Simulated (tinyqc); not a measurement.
CCSD on RHF in the 6-31g basis, for H2, spin multiplicity 1, step by step. Computed by tinyqc, a small Python program that keeps every step (integrals from PySCF). Settings: charge = 0, multiplicity = 1, basis = 6-31g, method = RHF, energy threshold = 1e-10, iteration cap = 66, orthogonalisation = symmetric, start = Wolfsberg-Helmholz matrix, DIIS depth = 6, amplitude equations = CCSD, DIIS depth for amplitudes = 0, cap on updates = 69. Command: `OMP_NUM_THREADS=1 python tinyqc.py 23375 23376 out.jsonl` (the two numbers bound the seeds that draw the settings). One thread of a shared host (Intel(R) Xeon(R) Processor @ 2.60GHz), about 0.2 s of CPU time with the checks. The early iterations of the SCF are left out here.

## One-electron integrals

Geometry (angstrom):
```
atom        x        y        z
H     0.00000  0.00000  0.00000
H     0.00000  0.00000  0.79600
```

Basis 6-31g: exponents (1/bohr^2) and contraction coefficients of normalised primitives:
```
element  l (shell)  exponent  coefficient
H            s (1)  18.73114      0.03349
H            s (1)   2.82539      0.23473
H            s (1)   0.64012      0.81376
H            s (2)   0.16128      1.00000
```

Overlap, kinetic and nuclear-attraction integrals over the contracted functions; the nuclear repulsion is the sum of Za Zb / Rab.

nuclear repulsion = 0.6647955 hartree

overlap S, order 1H 1s, 1H 2s, 2H 1s, 2H 2s:
$$\begin{pmatrix}
1.00000 & 0.65829 & 0.40633 & 0.48892 \\
0.65829 & 1.00000 & 0.48892 & 0.83322 \\
0.40633 & 0.48892 & 1.00000 & 0.65829 \\
0.48892 & 0.83322 & 0.65829 & 1.00000
\end{pmatrix}$$

kinetic energy T (hartree), order 1H 1s, 1H 2s, 2H 1s, 2H 2s:
$$\begin{pmatrix}
1.39568 & 0.25974 & 0.17499 & 0.15440 \\
0.25974 & 0.24192 & 0.15440 & 0.17705 \\
0.17499 & 0.15440 & 1.39568 & 0.25974 \\
0.15440 & 0.17705 & 0.25974 & 0.24192
\end{pmatrix}$$

nuclear attraction V (hartree), order 1H 1s, 1H 2s, 2H 1s, 2H 2s:
$$\begin{pmatrix}
-2.31093 & -1.15784 & -0.90024 & -0.89079 \\
-1.15784 & -1.15475 & -0.89079 & -1.00639 \\
-0.90024 & -0.89079 & -2.31093 & -1.15784 \\
-0.89079 & -1.00639 & -1.15784 & -1.15475
\end{pmatrix}$$

core Hamiltonian H = T + V (hartree), order 1H 1s, 1H 2s, 2H 1s, 2H 2s:
$$\begin{pmatrix}
-0.91525 & -0.89811 & -0.72525 & -0.73638 \\
-0.89811 & -0.91283 & -0.73638 & -0.82934 \\
-0.72525 & -0.73638 & -0.91525 & -0.89811 \\
-0.73638 & -0.82934 & -0.89811 & -0.91283
\end{pmatrix}$$

## Two-electron integrals

Functions are numbered as in S; the eight-fold symmetry (ij|kl) = (ji|kl) = (kl|ij) leaves the list below.

Two-electron integrals (ij|kl) in chemists' order, unique and non-zero (hartree):
```
(11|11) 1.07657   (21|11) 0.57847   (21|21) 0.32942   (22|11) 0.58740
(22|21) 0.36130   (22|22) 0.45315   (31|11) 0.35679   (31|21) 0.20399
(31|22) 0.22406   (31|31) 0.15816   (32|11) 0.32225   (32|21) 0.19641
(32|22) 0.23910   (32|31) 0.15967   (32|32) 0.18071   (33|11) 0.62771
(33|21) 0.39047   (33|22) 0.48630   (33|31) 0.35679   (33|32) 0.42235
(33|33) 1.07657   (41|11) 0.42235   (41|21) 0.24147   (41|22) 0.26650
(41|31) 0.15967   (41|32) 0.15711   (41|33) 0.32225   (41|41) 0.18071
(42|11) 0.46545   (42|21) 0.28808   (42|22) 0.36640   (42|31) 0.19588
(42|32) 0.21931   (42|33) 0.46545   (42|41) 0.21931   (42|42) 0.31460
(43|11) 0.39047   (43|21) 0.24247   (43|22) 0.30582   (43|31) 0.20399
(43|32) 0.24147   (43|33) 0.57847   (43|41) 0.19641   (43|42) 0.28808
(43|43) 0.32942   (44|11) 0.48630   (44|21) 0.30582   (44|22) 0.40357
(44|31) 0.22406   (44|32) 0.26650   (44|33) 0.58740   (44|41) 0.23910
(44|42) 0.36640   (44|43) 0.36130   (44|44) 0.45315
```

## Orthogonalisation

S = U s U^T; symmetric (Loewdin) form X = U s^(-1/2) U^T, so that X^T S X = 1.

eigenvalues of S: [0.10775, 0.45287, 0.65270, 2.78668]

X, order 1H 1s, 1H 2s, 2H 1s, 2H 2s:
$$\begin{pmatrix}
1.27867 & -0.49906 & -0.15504 & 0.06307 \\
-0.49906 & 1.90596 & 0.06307 & -0.94456 \\
-0.15504 & 0.06307 & 1.27867 & -0.49906 \\
0.06307 & -0.94456 & -0.49906 & 1.90596
\end{pmatrix}$$

## Starting guess

The start is the generalised Wolfsberg-Helmholz matrix (K = 1.75) built on H; D = 2 C_occ C_occ^T.

D at the start, order 1H 1s, 1H 2s, 2H 1s, 2H 2s:
$$\begin{pmatrix}
0.14813 & 0.17668 & 0.14813 & 0.17668 \\
0.17668 & 0.21072 & 0.17668 & 0.21072 \\
0.14813 & 0.17668 & 0.14813 & 0.17668 \\
0.17668 & 0.21072 & 0.17668 & 0.21072
\end{pmatrix}$$

## Iteration 8 (converged): orbitals

converged F (hartree), order 1H 1s, 1H 2s, 2H 1s, 2H 2s:
$$\begin{pmatrix}
-0.00284 & -0.48826 & -0.52754 & -0.49302 \\
-0.48826 & -0.33480 & -0.49302 & -0.37484 \\
-0.52754 & -0.49302 & -0.00284 & -0.48826 \\
-0.49302 & -0.37484 & -0.48826 & -0.33480
\end{pmatrix}$$

Diagonalise F' = X^T F X, C = X C', fill 1 alpha and 1 beta electrons from the bottom; D = 2 C_occ C_occ^T. Each column has its largest component positive (the first on a tie).

F' = X^T F X (hartree):
$$\begin{pmatrix}
0.62020 & -0.57765 & -0.46329 & -0.11162 \\
-0.57765 & 0.27086 & -0.11162 & -0.20498 \\
-0.46329 & -0.11162 & 0.62020 & -0.57765 \\
-0.11162 & -0.20498 & -0.57765 & 0.27086
\end{pmatrix}$$

orbital energies (hartree): MO1 -0.57937, MO2 0.22335, MO3 0.80218, MO4 1.33599

coefficients C, order 1H 1s, 1H 2s, 2H 1s, 2H 2s:
$$\begin{pmatrix}
0.31793 & 0.13346 & 0.79072 & -1.08071 \\
0.28559 & 1.58287 & -0.68965 & 1.30968 \\
0.31793 & -0.13346 & 0.79072 & 1.08071 \\
0.28559 & -1.58287 & -0.68965 & -1.30968
\end{pmatrix}$$

D after iteration 8, order 1H 1s, 1H 2s, 2H 1s, 2H 2s:
$$\begin{pmatrix}
0.20216 & 0.18160 & 0.20216 & 0.18160 \\
0.18160 & 0.16312 & 0.18160 & 0.16312 \\
0.20216 & 0.18160 & 0.20216 & 0.18160 \\
0.18160 & 0.16312 & 0.18160 & 0.16312
\end{pmatrix}$$

## Convergence

Stop when the energy changes by less than 1e-10 hartree and every element of the error matrix X^T (F D S - S D F) X is below 3e-06.

Course of the cycle:
```
iteration  E (hartree)     change  largest element of the error matrix
1           -1.1163142          -                             6.74e-02
2           -1.1238683  -7.55e-03                             9.93e-03
3           -1.1240361  -1.68e-04                             2.32e-05
4           -1.1240361  -7.58e-10                             9.69e-06
5           -1.1240361  -9.61e-11                             6.13e-06
6           -1.1240361  -2.97e-11                             4.48e-06
7           -1.1240361  -1.29e-11                             3.53e-06
8           -1.1240361  -2.12e-11                             3.48e-09
```

PySCF RHF in the same basis = -1.1240361 hartree

Converged in 8 iterations.

## Populations, bond orders and dipole

Mulliken: Z minus the diagonal of D S on the atom; Loewdin: the same with S^(1/2) D S^(1/2); Mayer order: 2 sum_s sum (D(s) S)_ij (D(s) S)_ji over the two atoms.

Charges (e):
```
atom  Mulliken  Loewdin
1H           0        0
2H           0        0
```

Mayer bond orders:
```
pair    order
2-1   1.00000
```

dipole moment about the origin, x y z (debye): [0.00000, 0.00000, 0.00000]

## Integrals over molecular orbitals

(pq|rs) = sum C_ip C_jq C_kr C_ls (ij|kl), one index at a time.

one-electron integrals over orbitals h = C^T H C (hartree):
$$\begin{pmatrix}
-1.20946 & 0.00000 & -0.15999 & 0.00000 \\
0.00000 & -0.56180 & 0.00000 & 0.20540 \\
-0.15999 & 0.00000 & -0.14334 & 0.00000 \\
0.00000 & 0.20540 & 0.00000 & 0.18533
\end{pmatrix}$$

Two-electron integrals over orbitals (pq|rs), unique and non-zero (hartree):
```
(11|11) 0.63009    (21|21) 0.08607    (22|11) 0.43561    (22|22) 0.38878
(31|11) 0.15999    (31|22) 0.05403    (31|31) 0.10636    (32|21) -0.01425
(32|32) 0.03484    (33|11) 0.52594    (33|22) 0.38524    (33|31) 0.11995
(33|33) 0.46541    (41|21) -0.08035   (41|32) -0.02784   (41|41) 0.13175
(42|11) -0.14287   (42|22) -0.05847   (42|31) -0.07572   (42|33) -0.10297
(42|42) 0.07121    (43|21) -0.09118   (43|32) -0.00860   (43|41) 0.12468
(43|43) 0.13750    (44|11) 0.64120    (44|22) 0.44430    (44|31) 0.19523
(44|33) 0.54812    (44|42) -0.16785   (44|44) 0.71555
```

## CCSD: starting amplitudes

t_ij^ab = <ij||ab> / (e_i + e_j - e_a - e_b), whose energy is MP2.

Starting amplitudes (spin orbitals 1a, 1b, ...; amplitudes related by a flip of all spins are not repeated):
```
from      to         t
1a 1b  2a 2b  -0.05361
1a 1b  3a 3b  -0.03849
1a 1b  4a 4b  -0.03439
1a 1b  2a 4b   0.02956
```

correlation energy = -0.0179910 hartree

## CCSD: amplitude update 1

t_i^a D_i^a and t_ij^ab D_ij^ab are set to the remaining terms of the spin-orbital equations, evaluated with the old amplitudes; for the doubles these are <ij||ab> + 1/2 <ab||ef> t_ij^ef + 1/2 <mn||ij> t_mn^ab + P(ij)P(ab) <mb||ej> t_im^ae + terms in t^2 + terms with t1, D the orbital-energy denominators.

Amplitudes after update 1 (spin orbitals 1a, 1b, ...; amplitudes related by a flip of all spins are not repeated):
```
from      to         t
1a 1b  2a 2b  -0.07448
1a 1b  3a 3b  -0.04676
1a 1b  2a 4b   0.04121
1a 1b  4a 4b  -0.04101
1a        3a   0.00398
```

correlation energy = -0.0234080 hartree

## CCSD: convergence

E_corr = 1/4 sum <ij||ab> t_ij^ab + 1/2 sum <ij||ab> t_i^a t_j^b; stop when the norm of the change is below 1e-8.

Course of the amplitude iterations:
```
update  correlation energy (hartree)  norm of the change
0                         -0.0179910                   -
1                         -0.0234080            5.75e-02
2                         -0.0251926            2.16e-02
3                         -0.0258278            8.53e-03
4                         -0.0260658            3.44e-03
5                         -0.0261579            1.39e-03
6                         -0.0261942            5.67e-04
7                         -0.0262087            2.31e-04
8                         -0.0262146            9.39e-05
9                         -0.0262169            3.82e-05
10                        -0.0262179            1.56e-05
11                        -0.0262183            6.33e-06
12                        -0.0262184            2.58e-06
13                        -0.0262185            1.05e-06
14                        -0.0262185            4.27e-07
15                        -0.0262185            1.74e-07
16                        -0.0262185            7.07e-08
17                        -0.0262185            2.88e-08
18                        -0.0262185            1.17e-08
19                        -0.0262185            4.77e-09
```

Converged amplitudes (spin orbitals 1a, 1b, ...; amplitudes related by a flip of all spins are not repeated):
```
from      to         t
1a 1b  2a 2b  -0.08839
1a 1b  2a 4b   0.04882
1a 1b  3a 3b  -0.04819
1a 1b  4a 4b  -0.04285
1a        3a   0.00728
```

CCSD total energy = -1.1502546 hartree

T1 diagnostic, norm of the one-spin t1 over sqrt(correlated electrons) = 0.00515

Converged in 19 updates.
